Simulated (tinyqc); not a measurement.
Inside a calculation. Model: resistance of a source-drain extension with a graded tip.

tinyqc, about 0.05 s, one thread, Intel Xeon 2.30GHz (shared host): `OMP_NUM_THREADS=1 python tinyqc.py 2282297 2282298 out.jsonl` Printed values are rounded.

y runs along the channel, the gate covers y > 0. The doping is N0 for y < y0 and N0 10^(-(y - y0)/la) beyond, uniform over the depth xj. Sheet conductance s(y) = q mu(N) max(N - Nch, 0) xj + (for y > 0) ma Cox Vo, with mu(N) = u0 + (u1 - u0)/(1 + (N/Nr)^au) and Cox = eps0 eox/tox. Current is taken as one-dimensional; depletion of the tip, spreading and the contact are left out. The metallurgical junction lies at yj, where N = Nch.

Parameters, values chosen for the exercise; mobility law close to that of holes in silicon:
- eox = 7.37 (relative permittivity of the gate insulator (close to silicon nitride))
- tox = 3 nm (insulator thickness)
- N0 = 8.8e19 cm^-3 (active doping of the extension far from the gate)
- la = 6.5 nm/decade (lateral abruptness)
- y0 = 0.1 nm (position under the gate where the fall begins (gate edge at 0))
- xj = 27 nm (depth of the extension)
- Nch = 1.2e18 cm^-3 (channel doping)
- Vo = 0.4 V (gate overdrive)
- ma = 48 cm^2/(V s) (mobility of the gate-induced layer)
- u1 = 470.5 cm^2/(V s) (mobility at low doping)
- u0 = 44.9 cm^2/(V s) (mobility at high doping)
- Nr = 2.23e17 cm^-3 (reference doping)
- au = 0.719 (exponent)
- Lg = 40 nm (gate length)

Constants: q = 1.602176634e-19 C, eps0 = 8.8541878128e-14 F/cm where lengths are in cm. Results are converted to the units shown.

## Sheet resistances and junction position

yj = y0 + la log10(N0/Nch); sheet resistance of the full extension 1/[q mu(N0)(N0 - Nch) xj] and of the gate-induced layer 1/(ma Cox Vo); metallurgical length Lg - 2 yj; ye is where the doped and the gate-induced conductances are equal.

yj = 12.2245 nm
sheet resistance of the extension = 526.243 ohm/square
sheet resistance of the induced layer = 23944.4 ohm/square
metallurgical length = 15.5511 nm
ye = 10.7496 nm
N at ye = 2.02339e18 cm^-3

The gate takes over 1.47 nm before the junction, where N is still 1.69 times the channel doping.

## Resistance of the overlapped part

Midpoint rule on 9 equal steps from 0 to yj: R_ov = sum h/s(y), per width.

```
point	y (nm)	N (cm^-3)	doped conductance (uS)	sheet resistance (ohm/square)
0	0.679137	7.16778e19	1570.16	620.377
1	2.03741	4.43016e19	1010.02	950.768
2	3.39568	2.73813e19	655.591	1433.99
3	4.75396	1.69235e19	428.674	2125.68
4	6.11223	1.04598e19	280.686	3101.26
5	7.47050	6.46486e18	181.353	4481.97
6	8.82878	3.99571e18	111.724	6515.19
7	10.1870	2.46961e18	59.8911	9837.24
8	11.5453	1.52638e18	18.3893	16624.3
```

R_ov = 62.061 ohm um

The exact integral is 63.104 ohm um; the coarse sum is 1.7 % below it.
